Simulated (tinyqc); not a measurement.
Four-point probe, van der Pauw, Hall and spreading-resistance readings of a semiconductor layer: one step, computed by the program tinyqc. Command: `OMP_NUM_THREADS=1 python tinyqc.py 3112042 3112043 out.jsonl probe walk`. One thread of a shared host (Intel(R) Xeon(R) Processor @ 2.30GHz), about 0.01 s of CPU time with the checks.

The layer is uniform and ohmic; contacts are points unless a radius is given.

Problem. Finite wafer. For a thin circular wafer probed at its centre, R_s = C V/I with C = pi/(ln 2 + ln[((D/s)^2 + 3)/((D/s)^2 - 3)]).

Inputs (values chosen for the exercise, modelled on n-type silicon): wafer diameter over spacing D/s = 11.

Backing of the layer: insulating.

Give: factor C; error if pi/ln 2 is used.

Solution.

factor C = 4.230

error if pi/ln 2 is used = 7.155 %
